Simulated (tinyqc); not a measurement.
Worked calculation: X-ray reflectivity of a thin film on silicon: critical angles, Parratt recursion, fringes and roughness. Computed by tinyqc, a small Python program that keeps every step. Command: `OMP_NUM_THREADS=1 python tinyqc.py 3120726 3120727 out.jsonl xrr walk`. One thread of a shared host (Intel(R) Xeon(R) Processor @ 2.30GHz), about 0.01 s of CPU time with the checks. Intermediate numbers are printed to about 6 digits and carried at full precision; extremes and crossings named in words are read from the listed rows.

n = 1 - delta + i beta; the classical electron radius is r_e = 2.8179403e-6 nm. Layer 0 is vacuum, 1 the film, 2 the substrate.

Inputs (values chosen for the exercise, modelled on a porous low-k film on silicon, copper K-alpha radiation):
```
quantity                                        value     unit
wavelength lambda                             0.15406       nm
film density rho                                 1.28   g/cm^3
effective electrons per unit mass, film          0.52    mol/g
beta/delta, film                                0.011        -
film thickness d                                 11.6       nm
roughness of the surface sigma_1                  1.1       nm
roughness of the interface sigma_2               0.18       nm
substrate density                                2.33   g/cm^3
effective electrons per unit mass, substrate    0.507    mol/g
beta/delta, substrate                           0.023        -
grazing angle theta                              1.81  degrees
```

Constants: N_A = 6.02214076e+23 1/mol.

## Optical constants

delta = r_e lambda^2 rho_e/(2 pi), rho_e = density x electrons per mass x N_A; critical angle sqrt(2 delta), q_c = 4 sqrt(pi r_e rho_e).

Constants:
```
layer      rho_e (1/nm^3)        delta         beta  critical angle (degrees)  q_c (1/nm)
film              400.834  4.26674e-06  4.69341e-08                  0.167373    0.238277
substrate         711.402  7.57263e-06  1.74170e-07                  0.222977    0.317437
```

The film is less dense in electrons than the substrate, so a second edge from the substrate can show.

## Critical angle of the film

The formulas are those given above.

critical angle of the film = 0.167373 degrees

## Reflectivity at one angle

k_j = (2 pi/lambda) sqrt(sin^2 theta - 2 delta_j + 2 i beta_j); r_ij = (k_i - k_j)/(k_i + k_j) x exp(-2 k_i k_j sigma^2) (Nevot-Croce); r = (r_01 + r_12 p)/(1 + r_01 r_12 p), p = exp(2 i k_1 d); R = |r|^2.

k_0, k_1, k_2 (1/nm): 1.28817  1.28265+0.00006i  1.27836+0.00023i

1000 r_01 = 0.0393943-0.0004427i

1000 r_12 = 1.50775-0.05840i

p = -0.087408-0.994756i

reflectivity R = 2.25820e-06

q = 4 pi sin(theta)/lambda = 2.57634 1/nm

## Fringe period, contrast and decay

Far above the critical angle the period is d theta = lambda/(2 d), or 2 pi/d in q; the envelope runs between (|r_01| - |r_12 p|)^2 and (|r_01| + |r_12 p|)^2; contrast = 2 a b/(a^2 + b^2) with a = |r_01|, b = |r_12 p|; roughness factors on the amplitudes are about exp(-q^2 sigma^2/2).

period in theta = 0.380474 degrees

period in q = 0.541654 1/nm

contrast = 0.0522581

roughness factor, surface = 0.0180301

roughness factor, interface = 0.898051

## Thickness from the minima

Minima of R theta^4 are located on 6001 points over 7.5 periods, from 1.15 times the larger critical angle. With refraction, sin^2(theta_m) = 2 delta + m^2 (lambda/(2 d))^2, m integer or half-integer; the first six minima are used, and the first order is the one that minimises the largest residual of the least-squares line plus the distance of its intercept from 2 delta. Without refraction, d = lambda/(2 x mean step of sin theta).

Minima:
```
order m  theta (degrees)  sin^2 theta
0.5              0.26546  2.14660e-05
1.5              0.59552  1.08027e-04
2.5              0.96315  2.82556e-04
3.5              1.33649  5.44013e-04
4.5              1.71887  8.99726e-04
```

d with refraction = 11.6269 nm

d without refraction = 12.1487 nm

Against d = 11.6 nm the errors are +0.23 % with and +4.73 % without refraction. The orders are half-integers, as r_01 and r_12 have the same sign for a film less dense than the substrate.

## Which roughness does what

R is averaged over one period above each angle (64 points); contrast = (max - min)/(max + min) of R theta^4 over that period. Cases: smooth; only sigma_1; only sigma_2; both.

Mean R and contrast:
```
theta (degrees)     R smooth  contrast   R, sigma_1  contrast, sigma_1   R, sigma_2  contrast, sigma_2      R, both  contrast, both
0.8              1.00403e-04  0.973993  4.78960e-05        7.55973e-01  9.83249e-05           0.967420  4.58119e-05        0.771311
1.2              2.14377e-05  0.970941  8.74040e-06        3.08818e-01  2.05111e-05           0.955424  7.77322e-06        0.334430
1.8              5.80225e-06  0.969191  2.00162e-06        2.30979e-02  5.32686e-06           0.928309  1.55961e-06        0.060014
2.5              1.56197e-06  0.968779  5.81081e-07        9.85861e-04  1.34309e-06           0.881374  3.64984e-07        0.066427
3.5              4.08015e-07  0.968008  1.62104e-07        2.34690e-04  3.18107e-07           0.798922  6.70977e-08        0.090420
```

At 2.5 degrees sigma_1 alone multiplies the mean R by 0.37 and sigma_2 alone by 0.86; the contrast goes from 0.97 (smooth) to 0.00 and 0.88.

Checks made by the program: smooth bare substrate far above q_c against (q_c/2q)^4 (relative difference 1e-03).
